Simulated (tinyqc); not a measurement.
A particle near a wafer in liquid: double-layer and van der Waals forces (DLVO), deposition barrier and removal: one step, computed by the program tinyqc.

Sphere and flat wall, Derjaguin approximation, constant potentials in the linear-superposition form, no retardation and no hydration force.

Problem. Screening. kappa^2 = 2 z^2 e^2 N_A (1000 c)/(eps eps_0 k_B T); gamma_i = tanh(z e psi_i/(4 k_B T)); Z = 64 pi eps eps_0 (k_B T/(z e))^2 gamma_1 gamma_2.

Inputs (values chosen for the exercise, of the order of those for silica on copper in water):
```
quantity                             value   unit
particle radius R                       70     nm
potential of the particle psi_1         39     mV
potential of the wafer psi_2           -39     mV
salt concentration c               0.00028  mol/L
valence z of the symmetric salt          1      -
temperature T                          298      K
dielectric constant of the liquid     78.4      -
```

Constants: e = 1.602176634e-19 C; N_A = 6.02214076e+23 1/mol; eps_0 = 8.8541878128e-12 F/m; k_B = 1.380649e-23 J/K; k_B = 8.617333262e-05 eV/K.

Give: kappa; Debye length; gamma_1; gamma_2; Z; kappa R.

Solution.

kappa = 0.05506 1/nm

Debye length = 18.16 nm

gamma_1 = 0.3624

gamma_2 = -0.3624

Z = -12.09 pN

kappa R = 3.854

Opposite signs: the double layers attract.
